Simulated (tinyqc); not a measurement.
Worked calculation: metal-induced gap states at the contact of a metal chain and a two-band chain. Values are carried at full precision from step to step, so a last printed digit may differ when a step is redone from the rounded ones.

The semiconductor alternates sites A at -Eg/2 and C at +Eg/2 with hopping -t; the gap runs from -Eg/2 to Eg/2. In the gap cosh(q a) = 1 + (Eg^2/4 - E^2)/(2 t^2) and the amplitude changes by -exp(-q a) a period. The metal has site energy 0 and hopping -tm; its end site has g_m = (E - i sqrt(4 tm^2 - E^2))/(2 tm^2). Sites 1, 2, ... count into the semiconductor, with energies e1, e2 alternating. The clean half chain has g1 = 1/(E - e1 - t^2 g2), g2 = 1/(E - e2 - t^2 g1), decaying root. With the contact G11 = 1/(1/g1 - tc^2 g_m), and the density on site j is -Im G_jj/pi = |psi_j/psi_1|^2 (-Im G11/pi), per spin, with psi_2/psi_1 = -t g2, psi_3/psi_2 = -t g1.

Constants: e^2/(4 pi eps0) = 14.39964547 eV angstrom.

Values chosen for the exercise (gap and optical dielectric constant near those of GaAs; the chain itself is a model; the results hold for these values, not for the real material):
- Eg = 1.51 eV (gap)
- t = 2.33 eV (hopping in the semiconductor)
- a = 4 angstrom (period (two sites); one chain for each area a^2)
- E = 0.43 eV (energy from mid-gap)
- tm = 2.39 eV (hopping in the metal)
- tc = 1.5 eV (hopping across the contact)
- end = C (site that touches the metal)
- eps = 11.1 (dielectric constant)

## Decay in the gap

Form cosh(q a), l = exp(-q a), q and the decay length 1/(2q) of the density.

cosh(q a) = 1.03547
l = 0.76677
q = 0.06639 1/angstrom
xi, the decay length of the density = 7.531 angstrom

## Green functions

The decaying root is g1 = (1 - l)/(E - e1), g2 = (1 - l)/(E - e2), l = exp(-q a). Form them, g_m and G11.

g1, g2 (1/eV): -0.71762  0.19682

g_m = 0.03764-0.41671i 1/eV
G11 = -0.48242-0.30599i 1/eV

## Density site by site

D1 = -Im G11/pi, D2 = (t g2)^2 D1, and each further period multiplies by l^2. The sum over all sites is (D1 + D2)/(1 - l^2). The Green functions stand in the order g1, g2.

density on sites 1 to 8 (1/eV): 0.09740  0.02048  0.05727  0.01204  0.03367  0.00708  0.01980  0.00416

Ds, the density per spin summed over the semiconductor = 0.28609 1/eV

The first period holds 41 % of the gap states at this energy.

## Pinning factor

Gap states per area N = 2 Ds/a^2 (two spins). Charge in them sits a distance xi from the metal, so S = 1/(1 + 4 pi e^2 N xi/eps), e^2 meaning e^2/(4 pi eps0); S is the change of the barrier per change of the metal work function.

N = 3.576e+14 1/(eV cm^2)
4 pi e^2 N xi/eps = 4.3904
S = 0.1855

Strong pinning, near the Bardeen limit S = 0.

## Checks

- g1 from the closed form against decimation: both -0.717621.

Run: tinyqc, `OMP_NUM_THREADS=1 python tinyqc.py 1452316 1452317 out.jsonl`; Intel(R) Xeon(R) Processor @ 2.30GHz, one thread, shared host; about 0.01 s of CPU time with all checks.
